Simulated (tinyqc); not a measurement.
Worked calculation: thin (001) film in sp3s* tight binding with raised dangling bonds. Values are carried at full precision from step to step, so a last printed digit may differ when a step is redone from the rounded ones.

sp3s* tight binding, nearest neighbours only: anion (a) at 0, cation (c) at a/4 (1,1,1), orbitals s, px, py, pz, s* on each; k in units of 2 pi/a. With phases e_j = exp(i (pi/2) k.n_j) for n = (1,1,1), (1,-1,-1), (-1,1,-1), (-1,-1,1): g0 = (e1+e2+e3+e4)/4, g1 = (e1+e2-e3-e4)/4, g2 = (e1-e2+e3-e4)/4, g3 = (e1-e2-e3+e4)/4. The diagonal holds the levels Esa, Epa, Exa (s*) and Esc, Epc, Exc. Anion-cation block: <sa|sc> = Vss g0; <sa|xc> = Vsapc g1; <xa|sc> = -Vscpa g1; <xa|xc> = Vxx g0; <xa|yc> = <ya|xc> = Vxy g3, <xa|zc> = <za|xc> = Vxy g2, <ya|zc> = <za|yc> = Vxy g1; <s*a|xc> = Vxapc g1; <xa|s*c> = -Vpaxc g1; y and z take g2 and g3 in place of g1; s-s* and s*-s* vanish.

Parameters, chosen for this exercise (out of a larger set: near a published set for Si, fitted to gaps, whose masses and valley positions are rough; not measured data):
```
symbol  value                                                                                           unit  meaning
p       (-4.186, 1.714, -4.186, 1.714, 6.707, 6.707, -8.269, 1.709, 4.587, 5.711, 5.711, 5.374, 5.374)  eV    order Esa, Epa, Esc, Epc, Exa, Exc, Vss, Vxx, Vxy, Vsapc, Vscpa, Vxapc, Vpaxc
N       5                                                                                                     atomic planes in the small film
dl      20                                                                                              eV    shift of the dangling hybrids
```

## Bulk edges along [001]

Gap at Gamma and minimum on (0,0,kz), kz from 0.5 to 1, from the bulk Ev. States at zero in-plane momentum come from this line alone.

edges (eV): Gamma 3.4180, Delta 1.1687

kz of the minimum = 0.7311 2 pi/a

## The two blocks of the small film

Planes alternate anion (a), cation (c) along [001], a/4 apart, starting with an anion; zero in-plane momentum; levels counted from the bulk Ev, the lower root of [[Epa, Vxx], [Vxx, Epc]]; no spin-orbit coupling. Block of s, pz, s*: from an anion to the cation above, Vss/2 (s,s), Vsapc/2 (s,z), -Vscpa/2 (z,s), Vxx/2 (z,z), Vxapc/2 (s*,z), -Vpaxc/2 (z,s*); to the cation below the same with the s-z and s*-z signs reversed. Block of u = (px + py)/sqrt2 and v = (px - py)/sqrt2: to the cation above (Vxx + Vxy)/2 for u and (Vxx - Vxy)/2 for v, to the cation below the reverse. Each surface atom has two dangling sp3 hybrids; raising both by dl adds (dl/2) [[1, t], [t, 1]] to its s, pz levels (t = -1 at the bottom face, +1 at the top) and dl to the one of u, v in whose plane the missing bonds lie (v for a bottom anion or a top cation, u for a top anion).

Fill them in.

s, pz, s* block (eV):
```
         sa1      za1    *a1     sc2     zc2     *c2     sa3     za3     *a3     sc4     zc4     *c4
sa1    5.809  -10.000      0  -4.135   2.856       0       0       0       0       0       0       0
za1  -10.000   11.709      0  -2.856   0.855  -2.687       0       0       0       0       0       0
*a1        0        0  6.702       0   2.687       0       0       0       0       0       0       0
sc2   -4.135   -2.856      0  -4.191       0       0  -4.135   2.856       0       0       0       0
zc2    2.856    0.855  2.687       0   1.709       0  -2.856   0.855  -2.687       0       0       0
*c2        0   -2.687      0       0       0   6.702       0   2.687       0       0       0       0
sa3        0        0      0  -4.135  -2.856       0  -4.191       0       0  -4.135   2.856       0
za3        0        0      0   2.856   0.855   2.687       0   1.709       0  -2.856   0.855  -2.687
*a3        0        0      0       0  -2.687       0       0       0   6.702       0   2.687       0
sc4        0        0      0       0       0       0  -4.135  -2.856       0  -4.191       0       0
zc4        0        0      0       0       0       0   2.856   0.855   2.687       0   1.709       0
*c4        0        0      0       0       0       0       0  -2.687       0       0       0   6.702
sa5        0        0      0       0       0       0       0       0       0  -4.135  -2.856       0
za5        0        0      0       0       0       0       0       0       0   2.856   0.855   2.687
*a5        0        0      0       0       0       0       0       0       0       0  -2.687       0

        sa5     za5     *a5
sa1       0       0       0
za1       0       0       0
*a1       0       0       0
sc2       0       0       0
zc2       0       0       0
*c2       0       0       0
sa3       0       0       0
za3       0       0       0
*a3       0       0       0
sc4  -4.135   2.856       0
zc4  -2.856   0.855  -2.687
*c4       0   2.687       0
sa5   5.809  10.000       0
za5  10.000  11.709       0
*a5       0       0   6.702
```

u, v block (eV):
```
       ua1     va1     uc2     vc2     ua3     va3     uc4     vc4     ua5    va5
ua1  1.709       0   3.148       0       0       0       0       0       0      0
va1      0  21.709       0  -1.439       0       0       0       0       0      0
uc2  3.148       0   1.709       0  -1.439       0       0       0       0      0
vc2      0  -1.439       0   1.709       0   3.148       0       0       0      0
ua3      0       0  -1.439       0   1.709       0   3.148       0       0      0
va3      0       0       0   3.148       0   1.709       0  -1.439       0      0
uc4      0       0       0       0   3.148       0   1.709       0  -1.439      0
vc4      0       0       0       0       0  -1.439       0   1.709       0  3.148
ua5      0       0       0       0       0       0  -1.439       0  21.709      0
va5      0       0       0       0       0       0       0   3.148       0  1.709
```

## Levels of the small film

Diagonalise both blocks.

levels of the s, pz, s* block (eV): -11.657  -9.477  -6.277  -2.438  1.796  1.995  3.115  3.916  6.702  6.826  8.049  9.270  10.033  19.612  19.634

levels of the u, v block (eV): -2.257  -2.257  -0.829  -0.829  4.182  4.182  5.634  5.634  21.815  21.815

No level lies between 0 and the bulk edge 1.169 eV; confinement has widened the gap at zero in-plane momentum to 2.625 eV.

## Checks

- Lowest conduction level of 201 planes, with the dangling hybrids shifted far away, against the bulk edge: both 1.169.

Computed by tinyqc, a small Python program: `OMP_NUM_THREADS=1 python tinyqc.py 1480076 1480077 out.jsonl` (the numbers bound the seed that draws the inputs); one thread of a shared host (Intel(R) Xeon(R) Processor @ 2.30GHz), about 0.5 s for the whole set of steps.
